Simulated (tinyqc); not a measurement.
From results back to parameters: polytypes by hexagonality, and a cubic inclusion as a quantum well. Three cases, with inputs chosen for the exercise.

Problem. A square well of depth V with masses m_w inside and m_b outside (first and second entry of m) binds its lowest level at the given depth below the barrier: k tan(k L/2) = (m_w/m_b) q, k = sqrt(m_w E/c), q = sqrt(m_b (V - E)/c), c = hbar^2/2m0. How many double layers wide is it?

Constants: hbar^2/2m0 = 3.80998211 eV angstrom^2.

Find: k; q; L; N.

Method. L = (2/k) arctan((m_w/m_b) q/k), and N = L/d.

Case 1.

Values chosen (out of a larger set: of the order of those of SiC; not measured data): m = (0.296, 0.312) m0 (electron mass along c in the cubic layer and in the host); d = 2.515 angstrom (thickness of a double layer).

V = 0.63933 eV
depth V - E = 0.14819 eV

Solution.

k = 0.1953 1/angstrom
q = 0.1102 1/angstrom
L = 5.03 angstrom
N = 2.0

Case 2.

Values chosen (out of a larger set: of the order of those of GaN; not measured data): m = (0.198, 0.204) m0 (electron mass along c in the cubic layer and in the host); d = 2.587 angstrom (thickness of a double layer).

V = 0.28300 eV
depth V - E = 0.02530 eV

Solution.

k = 0.1157 1/angstrom
q = 0.0368 1/angstrom
L = 5.17 angstrom
N = 2.0

Case 3.

Values chosen (out of a larger set: of the order of those of SiC; not measured data): m = (0.3, 0.325) m0 (electron mass along c in the cubic layer and in the host); d = 2.522 angstrom (thickness of a double layer).

V = 0.97050 eV
depth V - E = 0.73262 eV

Solution.

k = 0.1369 1/angstrom
q = 0.2500 1/angstrom
L = 15.13 angstrom
N = 6.0

Computed by tinyqc, one run a case: `OMP_NUM_THREADS=1 python tinyqc.py N N+1 out.jsonl` with N = 1850006, 1850007, 1850038; one thread of a shared Intel(R) Xeon(R) Processor @ 2.30GHz, about 0.06 s a run at most.
